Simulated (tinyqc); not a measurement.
Film and buried-oxide thickness from two coupling ratios.

Question. In a depleted film -dVT/dVb is k1 = Cs Cbox/(Cox (Cs + Cbox)) for a front channel and k2 = Cbox (Cox + Cs)/(Cox Cs) for a back channel, with Cox = eps0 eox/tox, Cs = eps0 eps_r/ts, Cbox = 3.9 eps0/tb. Find ts and tb.

Inputs (values chosen for the exercise); band and dielectric values close to those of germanium: relative permittivity eps_r = 16.1; relative permittivity of the gate insulator (close to silicon dioxide) eox = 3.9; insulator thickness tox = 1.2 nm.

coupling ratios for a front and a back channel: 0.023254694  0.12345712

Answer. With y = Cox/Cs and z = Cox/Cbox, 1/k1 = y + z and k2 = (1 + y)/z, so y = (k2/k1 - 1)/(1 + k2); the thicknesses follow from y and z.

ts = 19.00 nm
tb = 47.00 nm

tinyqc, about 0.4 s, one thread, Intel Xeon 2.30GHz (shared host): `OMP_NUM_THREADS=1 python tinyqc.py 2190052 2190053 out.jsonl`
